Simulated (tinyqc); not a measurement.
Changing the trap density N_t: space-charge-limited current through a thin insulating or semi-insulating film with traps. Computed by tinyqc, a small Python program. Command: `OMP_NUM_THREADS=1 python tinyqc.py 3003477 3003478 out.jsonl sclc sweep`. One thread of a shared host (Intel(R) Xeon(R) Processor @ 2.30GHz), about 0.01 s of CPU time with the checks.

One ohmic injecting contact at x = 0 (field zero), drift only, non-degenerate free carriers.

Inputs (values chosen for the exercise, modelled on amorphous silicon):

| quantity | value | unit |
|---|---|---|
| permittivity eps | 11.8 | - |
| band mobility mu | 3.9 | cm^2/(V s) |
| effective density of states N_c | 1.8e+20 | 1/cm^3 |
| equilibrium Fermi level below the band edge, E_0 | 0.7 | eV |
| thickness d | 300 | nm |
| free density at the anode, in units of N_c | 5.5e-09 | - |
| temperature T | 250 | K |
| trap level E_t below the band edge | 0.43 | eV |

Traps: single level.

Constants: k_B = 8.617333262e-05 eV/K; e = 1.602176634e-19 C; eps_0 = 8.8541878128e-12 F/m.

Method:
- Free density n_0 = N_c exp(-E_0/k_B T) in equilibrium; trapped density n_t(n) = N_t/(1 + n_1/n), n_1 = N_c exp(-E_t/k_B T).
- theta = n/(n + n_t) at the anode density; trap-filled-limit voltage V_TFL = e (N_t - n_t(n_0)) d^2/(2 eps eps_0).
- J = e mu n F and (eps eps_0/e) dF/dx = n - n_0 + n_t(n) - n_t(n_0) = rho(n). With F = J/(e mu n): d = (eps eps_0 J/(e^2 mu)) I_1 and V = (eps eps_0 J^2/(e^3 mu^2)) I_2, I_k = int_(n_L)^infinity dn/(n^(k+1) rho(n)), n_L the density at the anode; with u = n_L/n, 200 Gauss-Legendre points in t, u = 1 - (1 - t)^2.
- Anode field J/(e mu n_L); Mott-Gurney current (9/8) eps eps_0 mu V^2/d^3; ohmic current e n_0 mu V/d.

One run for each value:

| trap density N_t (1/cm^3) | voltage V (V) | current density J (A/cm^2) | theta | V_TFL (V) |
|---|---|---|---|---|
| 4.60e+15 | 2.809e-01 | 1.097e-02 | 2.991e-04 | 3.174e-01 |
| 1.30e+16 | 7.924e-01 | 3.098e-02 | 1.059e-04 | 8.971e-01 |
| 3.40e+16 | 2.071e+00 | 8.099e-02 | 4.048e-05 | 2.346e+00 |
| 9.30e+16 | 5.663e+00 | 2.215e-01 | 1.480e-05 | 6.418e+00 |
| 2.50e+17 | 1.522e+01 | 5.954e-01 | 5.505e-06 | 1.725e+01 |
| 6.90e+17 | 4.201e+01 | 1.643e+00 | 1.995e-06 | 4.761e+01 |
| 1.90e+18 | 1.157e+02 | 4.525e+00 | 7.243e-07 | 1.311e+02 |
| 5.10e+18 | 3.105e+02 | 1.214e+01 | 2.699e-07 | 3.519e+02 |
| 1.40e+19 | 8.524e+02 | 3.334e+01 | 9.830e-08 | 9.661e+02 |

Over the rows, voltage V (V) rises from 0.281 to 852 (exponent d ln y / d ln x about 1.00 throughout); current density J (A/cm^2) rises from 0.0110 to 33.3 (exponent d ln y / d ln x about 1.00 throughout); theta falls from 2.99e-4 to 9.83e-8 (exponent d ln y / d ln x about -1.00 throughout). The exponent of V_TFL stays at 1: the charge of the filled traps.

Caution (rows 1.90e18, 5.10e18, 1.40e19): mu V/d exceeds 1e7 cm/s, so velocity saturation would limit the current. Caution (rows 1.90e18, 5.10e18, 1.40e19): the mean field exceeds 3 MV/cm, where field-assisted emission from traps and breakdown set in.
